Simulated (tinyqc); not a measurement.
Anisotropic elasticity and sound waves of a cubic crystal: one step, computed by the program tinyqc.

Voigt order 1..6 = xx, yy, zz, yz, xz, xy, with engineering shear strains. The rotated frame has x' as named, z' along the wafer normal and y' = z' x x'.

Problem. Stiffness in the rotated frame. C'_ijkl = C12 delta_ij delta_kl + C44 (delta_ik delta_jl + delta_il delta_jk) - H sum_m a_im a_jm a_km a_lm.

Inputs (values chosen for the exercise, modelled on gold): C12 = 162.4 GPa; C44 = 41.41 GPa.

Frame: (110) wafer, x' along [1-11].

H = 51.42 GPa

direction cosines a (rows x', y', z' in the cube axes):
```
            x           y           z
x'  0.5773503  -0.5773503   0.5773503
y'  0.4082483  -0.4082483  -0.8164966
z'  0.7071068   0.7071068   0.0000000
```

Give: C'.

Solution.

C' (GPa), lower triangle (symmetric):
```
       1      2      3      4     5     6
1  228.1
2  145.3  219.5
3  145.3  153.8  219.5
4    0.0    0.0    0.0   32.8
5    0.0    0.0    0.0  -12.1  24.3
6    0.0   12.1  -12.1    0.0   0.0  24.3
```

Normal stress couples to shear strain in this frame.
